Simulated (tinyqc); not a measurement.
From results back to parameters: effective mass of the heavy-hole band from tabulated energies. Two cases, with inputs chosen for the exercise.

Problem. A band follows E (1 + alpha E) = c k^2/m, c = hbar^2/2m0. Its energies at two wave vectors are given.

Constants: hbar^2/2m0 = 3.80998211 eV angstrom^2.
Find: y = c k^2/E; m; alpha.
Method. y = m + m alpha E is a straight line through the two points.

Case 1.

Values chosen (out of a larger set: band of an eight-band Kane model near Ge; not measured data): k12 = (0.033, 0.088) 1/angstrom (two wave vectors).

energies (meV): 10.68092  60.37992

Solution.

y = c k^2/E (m0): 0.38846  0.48865
m = 0.3669 m0
alpha = 5.49 1/eV

Case 2.

Values chosen (out of a larger set: band of an eight-band Kane model near GaAs; not measured data): k12 = (0.0285, 0.076) 1/angstrom (two wave vectors).

energies (meV): 4.51926  29.19404

Solution.

y = c k^2/E (m0): 0.68477  0.75380
m = 0.6721 m0
alpha = 4.16 1/eV

Computed by tinyqc, one run a case: `OMP_NUM_THREADS=1 python tinyqc.py N N+1 out.jsonl` with N = 1880760, 1880839; one thread of a shared Intel(R) Xeon(R) Processor @ 2.30GHz, about 0.01 s a run at most.
